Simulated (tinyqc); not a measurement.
Inside a calculation. Method: tight binding, honeycomb lattice. Computed by tinyqc, a small Python program that keeps every step. Settings: t1 = 0.91, t2 = 0.24, phi = -1.15, delta = 2.07, points = 7. Command: `OMP_NUM_THREADS=1 python tinyqc.py 30879 30880 out.jsonl` (the two numbers bound the seeds that draw the settings). One thread of a shared host (Intel(R) Xeon(R) Processor @ 2.60GHz), about 0.01 s of CPU time with the checks.

## Bloch Hamiltonian at k

Parameters chosen for this model:
```
parameter      value                        unit
t1          0.910000                 eV, nearest
t2          0.240000       eV, second neighbours
phi        -1.150000  rad, phase of t2 (Haldane)
delta       2.070000          eV, +/- on A and B
```

k point k (fractions of the reciprocal vectors): [-0.38000, -0.04000]

H_AB = -t1 (1 + exp(-i k.a1) + exp(-i k.a2)); H_AA = delta - 2 t2 sum cos(k.b + phi), H_BB = -delta - 2 t2 sum cos(k.b - phi), b = a1, a2 - a1, -a2.

H(k) at k (eV), order A, B:
```
[[1.94912, -1.12805-0.84925i],
 [-1.12805+0.84925i, -1.83296]]
```

## Levels at k

Diagonalise the Hermitian matrix.

eigenvalues (eV): [-2.30195, 2.41811]

weights |c|^2 of the basis functions, order A, B:
```
[[0.09936, 0.90064],
 [0.90064, 0.09936]]
```

## Bloch Hamiltonian at K

k point K (fractions of the reciprocal vectors): [0.33333, 0.66667]

As before.

H(k) at K (eV), order A, B:
```
[[1.22582, 0.00000],
 [0.00000, -0.63760]]
```

## Levels at K

As before.

eigenvalues (eV): [-0.63760, 1.22582]

weights |c|^2 of the basis functions, order A, B:
```
[[0.00000, 1.00000],
 [1.00000, 0.00000]]
```

## Bands along a path

The same steps at evenly spaced points between the labelled ones.

Bands along the path (eV):
```
k            band 1   band 2
G          -4.01427  2.83783
G-K 0.25   -3.63551  2.76022
G-K 0.50   -2.58207  2.38600
G-K 0.75   -1.30497  1.69712
K          -0.63760  1.22582
K-M 0.25   -0.80288  1.35746
K-M 0.50   -1.17702  1.66016
K-M 0.75   -1.62321  2.04117
M          -2.06512  2.45727
M-K' 0.25  -2.44594  2.86390
M-K' 0.50  -2.72183  3.20498
M-K' 0.75  -2.87307  3.42765
K'         -2.91418  3.50240
```

With 1 band(s) filled, the highest filled level on these points lies at K and the lowest empty one at K: a gap of 1.8634 eV, direct.

## Chern number of the lower band

On a 7 x 7 mesh, the phase of the product of overlaps around each plaquette (k1 then k2); the sum over 2 pi is an integer.

plaquette phases (rad):
```
[[0.00000, -0.01801, -0.03547, 0.00103, 0.03862, 0.01792, 0.00850],
 [0.01923, 0.01513, -0.00950, -0.07498, -0.04067, 0.01742, 0.01792],
 [0.03752, 0.03721, 0.03465, -0.02780, -0.22036, -0.04067, 0.03862],
 [0.03342, 0.03798, 0.04291, 0.04207, -0.02780, -0.07498, 0.00103],
 [-0.01159, 0.01719, 0.03280, 0.04291, 0.03465, -0.00950, -0.03547],
 [-0.03539, -0.01683, 0.01719, 0.03798, 0.03721, 0.01513, -0.01801],
 [-0.02241, -0.03539, -0.01159, 0.03342, 0.03752, 0.01923, 0.00000]]
```

Chern number = 0.00000
